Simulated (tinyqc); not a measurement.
Where in the gap a trap does harm: carrier lifetime from Shockley-Read-Hall, radiative, Auger and surface recombination. Computed by tinyqc, a small Python program. Command: `OMP_NUM_THREADS=1 python tinyqc.py 3014842 3014843 out.jsonl lifetime walk`. One thread of a shared host (Intel(R) Xeon(R) Processor @ 2.30GHz), about 0.02 s of CPU time with the checks.

Energies are counted from the top of the valence band. Boltzmann statistics, full ionisation, and equal excess densities of electrons and holes.

Inputs (values chosen for the exercise, with bands modelled on CdTe):
```
quantity,value,unit
gap E_g,1.5,eV
electron mass m_e,0.0957,m_0
valleys M_c,1,-
hole mass m_h,0.608,m_0
temperature T,250,K
doping N,5.2e+14,cm^-3
trap level E_t,0.202,eV
trap density N_t,1.2e+12,cm^-3
electron cross-section sigma_n,1.8e-17,cm^2
hole cross-section sigma_p,6.9e-15,cm^2
```

Doping: n-type. Surface term: two equal surfaces.

Constants: m_0 = 9.1093837015e-31 kg; k_B = 1.380649e-23 J/K; h = 6.62607015e-34 J s; k_B = 8.617333262e-05 eV/K.

Method:
- N_c = 2 M_c (2 pi m_e k_B T/h^2)^(3/2) and N_v = 2 (2 pi m_h k_B T/h^2)^(3/2), masses in units of m_0.
- n_i = sqrt(N_c N_v) exp(-E_g/2 k_B T); majority density N/2 + sqrt(N^2/4 + n_i^2), minority density n_i^2 over it.
- v = sqrt(3 k_B T/m) with m_e or m_h; tau_n0 = 1/(sigma_n v_n N_t), tau_p0 = 1/(sigma_p v_p N_t); n1 = N_c exp(-(E_g - E_t)/k_B T), p1 = N_v exp(-E_t/k_B T).
- Low injection: tau = [tau_p0 (n_0 + n1) + tau_n0 (p_0 + p1)]/(n_0 + p_0). Depleted region (n = p = 0): generation lifetime tau_g = (tau_p0 n1 + tau_n0 p1)/n_i. n1 = N_c exp(-(E_g - E_t)/k_B T), p1 = N_v exp(-E_t/k_B T).

tau_p0 = 8.83270e-06 s

n_0 = 5.20e+14 cm^-3

N_c = 5.65156e+17 cm^-3

tau_n0 = 0.00134330 s

p_0 = 5.67742e-09 cm^-3

N_v = 9.05014e+18 cm^-3

n_i = 1718.21 cm^-3

The same trap at other energies:
```
E_t (eV),SRH lifetime (s),generation lifetime (s)
0.090,3.5852e-01,1.0850e+11
0.225,6.8964e-04,2.0604e+08
0.375,9.4771e-06,1.9502e+05
0.525,8.8333e-06,1.8459e+02
0.675,8.8327e-06,1.7472e-01
0.750,8.8327e-06,5.3777e-03
0.825,8.8327e-06,2.3712e-04
0.975,8.8327e-06,7.5797e-02
1.125,8.8330e-06,8.0079e+01
1.275,9.1123e-06,8.4603e+04
1.410,1.5604e-04,4.4552e+07
```

The SRH lifetime (other channels left aside) stays within 10 % of its least value, among these rows, from E_t = 0.375 to 1.275 eV. The generation lifetime has a sharp minimum, among these rows at 0.825 eV and exactly at 0.834 eV, where tau_p0 n1 = tau_n0 p1, since generation needs two thermal jumps and the larger one rules.

Extremes, crossings and ranges named in words are read from the listed rows.
